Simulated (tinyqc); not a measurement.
# Random telegraph noise from one oxide trap in a small MOSFET: what changes with what

An acceptor-like trap exchanges electrons with the channel. Inversion charge Q = Cox u, u = n Vt W0(exp((Vg - VT)/(n Vt))), W0 the Lambert function, n = nf, Cox = eps0 eox/tox; linear regime Id = (W/L) mu Q Vd. Relative to threshold the surface potential rises by Vt ln(u/u0) and the oxide voltage by the rest of Vg - VT, with u0 = n Vt W0(1).

Parameters, values chosen for the exercise; values of the order met in silicon transistors:
- T = 350 K (temperature)
- eox = 25.5 (relative permittivity of the gate insulator (close to zirconium oxide))
- tox = 9.6 nm (insulator thickness)
- xt = 3.2 nm (depth of the trap from the channel interface)
- E0 = 0.22 eV (trap level above the channel Fermi level at threshold)
- s0 = 7e-15 cm^2 (capture prefactor)
- EB = 0.33 eV (capture barrier (lattice relaxation))
- lt = 0.12 nm (tunnelling decay length)
- vth = 2.2e7 cm/s (thermal velocity)
- zi = 2.4 nm (thickness of the inversion layer)
- VT = 0.51 V (threshold voltage)
- nf = 1.39 (body factor)
- W = 36 nm (gate width)
- L = 150 nm (gate length)
- mu = 110 cm^2/(V s) (mobility)
- asc = 1.7e-16 V s (scattering coefficient of the charged trap)
- Vd = 0.1 V (drain voltage)
- Vg = 1 V (gate voltage)

Constants: q = 1.602176634e-19 C, kB = 1.380649e-23 J/K, Vt = kB T/q, eps0 = 8.8541878128e-14 F/cm where lengths are in cm. Results are converted to the units shown.

Each table varies one quantity; the others keep the values above.

## Time constants and noise against gate voltage

N = Cox u/q; dpsi = Vt ln(u/u0); E = E0 - dpsi - (xt/tox)(Vg - VT - dpsi); capture time tc = 1/[(N/zi) vth s0 exp(-xt/lt - EB/Vt)]; emission time te = tc exp(-E/Vt); occupancy te/(tc + te). A = W L; threshold step dV = q (1 - xt/tox)/(Cox A); gm/Id = 1/(u + n Vt); relative step dI/I = (gm/Id) dV + asc mu/A. fc = (1/tc + 1/te)/(2 pi); rms = (dI/I) sqrt(tc te)/(tc + te).

Time constants and noise against gate voltage:
```
Vg (V)    E (eV)   tc (s)   te (s)  occupancy  dI/I (%)   fc (Hz)  rms dI/I (%)
0.76     0.09517  1.220e4    520.2    0.04088    0.4016  3.190e-4       0.07952
0.82     0.07041     9630    932.9    0.08832    0.3358  1.871e-4       0.09529
0.88     0.04644     7906     1695     0.1766    0.2887  1.140e-4        0.1101
0.94     0.02306     6682     3111     0.3177    0.2537  7.498e-5        0.1181
1       1.176e-4     5773     5751     0.4990    0.2267  5.524e-5        0.1134
1.06    -0.02248     5073  1.069e4     0.6782    0.2054  4.626e-5       0.09598
1.12    -0.04480     4520  1.996e4     0.8154    0.1882  4.318e-5       0.07303
1.18    -0.06690     4072  3.742e4     0.9019    0.1741  4.334e-5       0.05178
1.24    -0.08881     3703  7.037e4     0.9500    0.1622  4.525e-5       0.03535
```

Read the table: what changes, and by how much?

tc falls from 12200 to 3700 s as the channel fills and te rises from 520 to 70400 s; they are equal at Vg = 1.00 V, where E = 0. The rms noise goes from 0.0795 through a maximum of 0.118 (at Vg = 0.94 V among the rows listed) to 0.0354 %. The slope -Vt d ln(tc/te)/dVg is 0.413 between the first two rows and 0.365 between the last two; it tends to xt/tox = 0.333 only when the surface potential stops moving.

## Effect of the gate length

Same model as above.

The same in every row: E (eV) = 1.176e-4; tc (s) = 5773; te (s) = 5751; occupancy = 0.4990; fc (Hz) = 5.524e-5.

Results:
```
L (nm)  dI/I (%)  rms dI/I (%)
15         2.267         1.134
41        0.8295        0.4148
67        0.5076        0.2538
110       0.3092        0.1546
180       0.1889       0.09447
300       0.1134       0.05668
500      0.06802       0.03401
```

Estimate the missing row, L = 25 nm.

Computed row:
```
L (nm)  dI/I (%)  rms dI/I (%)
25         1.360        0.6802
```

With this row back in the table: As L goes from 15 to 500, tc stays at 5770 s, te stays at 5750 s and dI/I falls from 2.27 to 0.0680 %. The step goes as 1/(W L), while the times do not depend on the size.

Range of the model: VT is taken as given; short-channel effects and the uneven flow of current among few electrons are left out.

Numbers from tinyqc (`OMP_NUM_THREADS=1 python tinyqc.py 2710132 2710133 out.jsonl`; about 0.01 s on one thread of a shared Intel Xeon 2.30GHz).
